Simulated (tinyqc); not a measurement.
Trap density from swing and capacitance.

Inverse problem. In an MOS structure at one bias the subthreshold swing is S = Vt ln 10 (1 + (Cd + q Dit)/Cox) and 1/C_HF = 1/Cox + 1/Cd, Cox = 3.9 eps0/EOT. Find Cd and Dit.

Values chosen for this exercise:
- T = 300 K (temperature)
- EOT = 6.2 nm (equivalent oxide thickness)

Constants: q = 1.602176634e-19 C, kB = 1.380649e-23 J/K, Vt = kB T/q, eps0 = 8.8541878128e-14 F/cm where lengths are in cm. Results are converted to the units shown.

S = 69.977173 mV/decade
C_HF = 38.958570 nF/cm^2

Solution. C_HF gives Cd, and the swing gives Cd + q Dit.

Cd = 41.89 nF/cm^2
Dit = 3.489e11 cm^-2 eV^-1

Computed by the program tinyqc: `OMP_NUM_THREADS=1 python tinyqc.py 2030063 2030064 out.jsonl`, one thread of a shared Intel Xeon 2.30GHz, about 0.01 s for the whole run.
